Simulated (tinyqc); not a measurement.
Inside a calculation: Slater-Koster d bands of an fcc metal. Values are carried at full precision from step to step, so a last printed digit may differ when a step is redone from the rounded ones.

Slater-Koster d bands. For a bond with direction cosines (l, m, n) the 5 x 5 block is dds Ps + ddp Pp + ddd (1 - Ps - Pp), the projectors on sigma, pi and delta states about the bond; for instance <xy|xy> = 3 l^2 m^2 dds + (l^2 + m^2 - 4 l^2 m^2) ddp + (n^2 + l^2 m^2) ddd, <xy|yz> = 3 l m^2 n dds + l n (1 - 4 m^2) ddp + l n (m^2 - 1) ddd and <3z2-r2|3z2-r2> = (n^2 - (l^2 + m^2)/2)^2 dds + 3 n^2 (l^2 + m^2) ddp + (3/4)(l^2 + m^2)^2 ddd. H(k) sums the blocks times cos(k.R) over the neighbours; the d level is the zero of energy; k in 2 pi/a.

Inputs chosen for the exercise (of the size met in Ni; not measured data): dds = -0.432 eV (dd sigma); ddp = 0.251 eV (dd pi); ddd = -0.03 eV (dd delta); k = (0.72, 0.49, 0.38) 2 pi/a (wave vector); Nd = 8 (d electrons per atom).

## The block of one bond

Direction (1,1,0)/sqrt2; its eigenvalues must be dds once, ddp twice and ddd twice.

block (eV):
```
             xy      yz      zx   x2-y2   3z2-r2
xy      -0.3315       0       0       0   0.1741
yz            0  0.1105  0.1405       0        0
zx            0  0.1405  0.1105       0        0
x2-y2         0       0       0  0.2510        0
3z2-r2   0.1741       0       0       0  -0.1305
```

## Levels at Gamma

Neighbours: twelve at (a/2)(1,1,0) and equivalents.

Summing the blocks at k = 0 gives E(t2g) = 3 dds + 4 ddp + 5 ddd, E(eg) = 1.5 dds + 6 ddp + 4.5 ddd.

levels (eV): t2g (threefold) -0.4420, eg (twofold) 0.7230

The t2g level lies lower, by 1.1650 eV.

## The Hamiltonian at one k

Sum over the neighbours.

H(k) (eV):
```
             xy       yz       zx    x2-y2   3z2-r2
xy      -0.0721  -0.4026  -0.5223        0  -0.5362
yz      -0.4026  -0.1279  -0.4328  -0.5604   0.3235
zx      -0.5223  -0.4328   0.3074   0.4320   0.2494
x2-y2         0  -0.5604   0.4320   0.0112   0.1627
3z2-r2  -0.5362   0.3235   0.2494   0.1627  -0.1284
```

## Levels and character

Diagonalise H; t2g is xy, yz, zx and eg the other two.

levels (eV): -0.9206  -0.7310  -0.2750  0.8081  1.1089

weights:
```
     band 1  band 2  band 3  band 4  band 5
t2g   0.909   0.403   0.311   0.671   0.706
eg    0.091   0.597   0.689   0.329   0.294
```

## Levels at points of symmetry

Coordinates: G (0, 0, 0), X (1, 0, 0), W (1, 0.5, 0), L (0.5, 0.5, 0.5), K (0.75, 0.75, 0); the others lie half way.

Levels (eV):
```
k        band 1  band 2  band 3  band 4  band 5
G        -0.442  -0.442  -0.442   0.723   0.723
G-X 0.5  -1.326  -0.522   0.442   0.442   1.004
X        -2.210  -1.767   1.285   1.326   1.326
W        -1.004  -0.442  -0.442   0.522   1.326
L        -1.124  -0.617  -0.617   1.179   1.179
L-G 0.5  -0.783  -0.241  -0.241   0.663   0.663
K        -1.571  -0.859   0.565   0.701   1.127
```

On these points the bands run from -2.210 (X) to 1.326 eV (X and W).

## Second moment and the rectangular band

mu2 = z (dds^2 + 2 ddp^2 + 2 ddd^2)/5 per orbital, with z = 12. A rectangular band with the same mu2 has width W = sqrt(12 mu2), Fermi level W (Nd/10 - 1/2) and bond energy -W Nd (10 - Nd)/20 (Friedel).

mu2 = 0.7546 eV^2
W = 3.0092 eV
Fermi level = 0.9028 eV
bond energy per atom = -2.4074 eV

The bond energy is the attractive part alone; the repulsion between atoms, left out, cancels a large share of it in the cohesive energy.

## Checks

- Levels at Gamma from the formulas against H(0): they agree to 1e-10 or better.
- Second moment from the formula against the mean square level on the mesh: both 0.754622.

Program tinyqc; command `OMP_NUM_THREADS=1 python tinyqc.py 1451846 1451847 out.jsonl`; about 0.05 s on one thread of a shared Intel(R) Xeon(R) Processor @ 2.30GHz.
